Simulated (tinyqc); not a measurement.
Donor level screened by free carriers (Yukawa potential): sweeps and comparisons. A value that a table varies takes the place of the one given here.

Potential -(q/(eps r)) exp(-ks r), q = e^2/(4 pi eps0). In units Ry* = Ry m/eps^2 and a* = a0 eps/m the problem is [-Laplacian - 2 exp(-x r)/r] psi = E psi with x = ks a*.

Converged values use 18 functions exp(-z r), z = 1.55^i, i = -11 to 6: S = 2/A^3, H = z_i z_j S - 2/(A + x)^2, A = z_i + z_j.

Screening wave number: Debye ks^2 = 4 pi q n/(eps kB T); Thomas-Fermi ks^2 = 6 pi q n/(eps EF) with EF = c (3 pi^2 n/gv)^(2/3)/m, c = hbar^2/2m0; the two are joined by 1/ks^2 = sqrt(1/ks_D^4 + 1/ks_TF^4). 1e18/cm^3 = 1e-6/angstrom^3, q = e^2/(4 pi eps0).

Constants: e^2/(4 pi eps0) = 14.39964547 eV angstrom; kB = 8.617333262e-05 eV/K; hbar^2/2m0 = 3.80998211 eV angstrom^2; Ry = 13.60569312 eV; a0 (Bohr radius) = 0.5291772105 angstrom.

Inputs chosen for the exercise (near those of a donor in Si, with one mean mass; not measured data): xs = (0.07, 0.15, 0.24, 0.45, 0.69, 0.83, 1.06) (values of x); m = 0.319 m0 (mass); eps = 11.9 (dielectric constant); gv = 6 (valleys); T = 200 K (temperature); nl = (0.051, 0.17, 0.51, 1.7, 5.1, 17, 51) x 1e18/cm^3 (densities); n = 1.7 x 1e18/cm^3 (free-carrier density).

## Towards the loss of the bound state

First order (-1 + 2x), one-parameter (minimum of z^2 - 8 z^3/(2z + x)^2) and converged 1s energies in Ry*, and the mean radius in a*; a dash marks an unbound result.

Results:

| x | first order | trial function | converged | <r> |
|---|---|---|---|---|
| 0.07 | -0.8600 | -0.8670 | -0.8670 | 1.51 |
| 0.15 | -0.7000 | -0.7309 | -0.7309 | 1.53 |
| 0.24 | -0.5200 | -0.5955 | -0.5958 | 1.57 |
| 0.45 | -0.1000 | -0.3420 | -0.3443 | 1.74 |
| 0.69 | - | -0.1415 | -0.1499 | 2.17 |
| 0.83 | - | -0.0621 | -0.0758 | 2.69 |
| 1.06 | - | - | -0.0096 | 6.00 |

What does this show, and why?

First order loses the state at x = 0.5, the trial function reaches zero energy at x = 1.00, and the exact limit is 1.19. The radius starts at 1.5 a*, grows slowly at first (1.57 at x = 0.24), then steadily, and swells towards the end (6.0 at 1.06), where a single exponential fails: the binding vanishes as the square of the distance from 1.19.

## Binding against carrier density

Ry* = 30.6491 meV
a* = 19.740 angstrom

x from the joined ks; converged 1s binding (dash: x above 1.17, at or past the limit 1.19 where the state unbinds).

Results:

| n (1e18/cm^3) | EF/kB T | 1/ks (angstrom) | x | binding (meV) | n^(1/3) a* |
|---|---|---|---|---|---|
| 0.051 | 0.03 | 149.1 | 0.132 | 23.28 | 0.073 |
| 0.17 | 0.06 | 81.7 | 0.242 | 18.19 | 0.109 |
| 0.51 | 0.13 | 47.2 | 0.418 | 11.57 | 0.158 |
| 1.7 | 0.29 | 26.1 | 0.758 | 3.39 | 0.236 |
| 5.1 | 0.60 | 15.5 | 1.277 | - | 0.340 |
| 17 | 1.33 | 9.4 | 2.092 | - | 0.508 |
| 51 | 2.76 | 6.8 | 2.893 | - | 0.732 |

How do the results move?

The binding falls from 23.3 to 3.4 meV (bare value 30.6); it passes half the bare value between 0.17 and 0.51 x 1e18/cm^3. The level is unbound, or bound by less than 0.001 Ry*, from 5.1 x 1e18/cm^3 on; as the density rises, it is lost by the time n^(1/3) a* reaches 0.34. x grows with exponent 0.50 in n at the start and 0.29 at the end (1/2 for Debye, 1/6 for Thomas-Fermi screening).

## What each parameter does

Ry* = Ry m/eps^2, a* = a0 eps/m, x = ks a* with the joined ks; converged binding. Each row changes one parameter from the base and keeps the others.

Results:

| case | 1/ks (angstrom) | x | binding in Ry* | binding (meV) |
|---|---|---|---|---|
| base | 26.1 | 0.758 | 0.111 | 3.39 |
| n = 2.55 x 1e18/cm^3 | 21.4 | 0.922 | 0.041 | 1.27 |
| T = 260 K | 29.6 | 0.667 | 0.165 | 5.05 |
| m = 0.357 m0 | 26.0 | 0.678 | 0.157 | 5.40 |
| eps = 10.9 | 24.9 | 0.725 | 0.129 | 4.70 |
| gv = 7 | 26.0 | 0.759 | 0.110 | 3.37 |

What does this show?

The largest shifts from the base row, up to three for each result and ties (the steps differ in size, so this ranks the rows, not the parameters). 1/ks (angstrom): n -4.6, T +3.5, eps -1.1. x: n +0.165, T -0.091, m -0.079. binding in Ry*: n -0.069, T +0.054, m +0.047. binding (meV): n -2.13, m +2.00, T +1.66.

Run: tinyqc, `OMP_NUM_THREADS=1 python tinyqc.py 1251984 1251985 out.jsonl`; Intel(R) Xeon(R) Processor @ 2.30GHz, one thread, shared host; about 0.01 s of CPU time with all checks.
